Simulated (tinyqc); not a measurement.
Gate voltage for a given inversion charge.

Inverse problem. p-type body, charge-sheet picture, depletion and inversion only, full ionisation (an idealisation for deep acceptors), Boltzmann statistics (rough once Na exp(x - xn) passes about Nc/7). In units of Vt: xg = (Vg - Vfb)/Vt, x = psi/Vt, G = gamma/sqrt(Vt), xn = (2 phiF + Vc)/Vt. The implicit equation is (xg - x)^2 = G^2 [x - 1 + exp(x - xn)] for x above about 3. Cox = eps0 eox/tox. ni = sqrt(Nc Nv) exp(-Eg/(2 Vt)), Eg in volts; phiF = Vt ln(Na/ni); gamma = sqrt(2 q eps0 eps_r Na)/Cox. N_inv = (Cox Vt G/q) [sqrt(x - 1 + exp(x - xn)) - sqrt(x - 1)]. Find x - xn, psi and Vg.

Values chosen for this exercise; band and dielectric values close to those of silicon:
- T = 400 K (temperature)
- Eg = 1.11 eV (band gap)
- eps_r = 11.5 (relative permittivity)
- Nc = 4.3e19 cm^-3 (conduction-band density of states at T)
- Nv = 4.05e19 cm^-3 (valence-band density of states at T)
- eox = 21.4 (relative permittivity of the gate insulator (close to hafnium oxide))
- tox = 3.6 nm (insulator thickness)
- Na = 1.7e17 cm^-3 (acceptor density)
- Vfb = -0.76 V (flat-band voltage)
- Vc = 0 V (channel-body voltage)

Constants: q = 1.602176634e-19 C, kB = 1.380649e-23 J/K, Vt = kB T/q, eps0 = 8.8541878128e-14 F/cm where lengths are in cm. Results are converted to the units shown.

N_inv = 1.6e10 cm^-2

Solution. N_inv rises steadily with x, so it fixes x; the implicit equation then gives xg directly.

x - xn = -0.6504
psi = 0.7082 V
Vg = -0.01459 V

Numbers from tinyqc (`OMP_NUM_THREADS=1 python tinyqc.py 2122058 2122059 out.jsonl`; about 0.01 s on one thread of a shared Intel Xeon 2.30GHz).
